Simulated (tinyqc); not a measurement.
From results back to parameters: k.p values derived from sp3s* tight binding at Gamma. Five cases, with inputs chosen for the exercise.

Problem. The electron mass obeys m0/m = A + Ep/EG, where A gathers the direct term and the higher bands, and Ep = P^2/c with c = hbar^2/2m0, P = (a/4)(sa pc Vsapc + sc pa Vscpa). The mass comes from a hidden Vscpa (s cation, p anion); sa, sc are the anion and cation parts of S+, the upper s level at Gamma, and pa, pc those of P-, the lower p level (P+ is the upper one).

Constants: hbar^2/2m0 = 3.80998211 eV angstrom^2.

Case 1.

Values chosen (out of a larger set: near a published set for GaAs, fitted to gaps, whose masses and valley positions are rough; not measured data): a = 5.654 angstrom (lattice constant); Vsapc = 4.452 eV (s anion, p cation).

m = 0.1176929 m0
A = -1.52823
EG = 1.505781 eV

sa, sc, pa, pc: 0.545914  -0.837841  0.880397  -0.474237

Case 2.

Values chosen (out of a larger set: near a published set for GaP, fitted to gaps, whose masses and valley positions are rough; not measured data): a = 5.449 angstrom (lattice constant); Vsapc = 4.244 eV (s anion, p cation).

m = 0.2578668 m0
A = -1.71245
EG = 2.896505 eV

sa, sc, pa, pc: 0.562533  -0.826775  0.884000  -0.467488

Case 3.

Values chosen (out of a larger set: near a published set for GaSb, fitted to gaps, whose masses and valley positions are rough; not measured data): a = 6.094 angstrom (lattice constant); Vsapc = 4.959 eV (s anion, p cation).

m = 0.0668327 m0
A = -1.96373
EG = 0.789923 eV

sa, sc, pa, pc: 0.606051  -0.795426  0.879049  -0.476732

Case 4.

Values chosen (out of a larger set: near a published set for AlAs, fitted to gaps, whose masses and valley positions are rough; not measured data): a = 5.656 angstrom (lattice constant); Vsapc = 5.134 eV (s anion, p cation).

m = 0.2869756 m0
A = -1.59157
EG = 2.935766 eV

sa, sc, pa, pc: 0.532172  -0.846636  0.889057  -0.457797

Case 5.

Values chosen (out of a larger set: near a published set for InP, fitted to gaps, whose masses and valley positions are rough; not measured data): a = 5.869 angstrom (lattice constant); Vsapc = 2.229 eV (s anion, p cation).

m = 0.1180155 m0
A = -1.45920
EG = 1.380338 eV

sa, sc, pa, pc: 0.473526  -0.880780  0.909009  -0.416777

Find: Ep; Vscpa.

Solution. Ep = (m0/m - A) EG gives |P|; both terms of P have the sign of sc pa, and the linear relation gives Vscpa. A is held fixed, though its part from P+ also depends on Vscpa.

Case 1.

Ep = 15.10 eV
Vscpa = 5.71 eV

Case 2.

Ep = 16.19 eV
Vscpa = 6.36 eV

Case 3.

Ep = 13.37 eV
Vscpa = 4.65 eV

Case 4.

Ep = 14.90 eV
Vscpa = 5.42 eV

Case 5.

Ep = 13.71 eV
Vscpa = 5.60 eV

Computed by tinyqc, one run a case: `OMP_NUM_THREADS=1 python tinyqc.py N N+1 out.jsonl` with N = 1452149, 1452154, 1452156, 1452160, 1452198; one thread of a shared Intel(R) Xeon(R) Processor @ 2.30GHz, about 0.01 s a run at most.
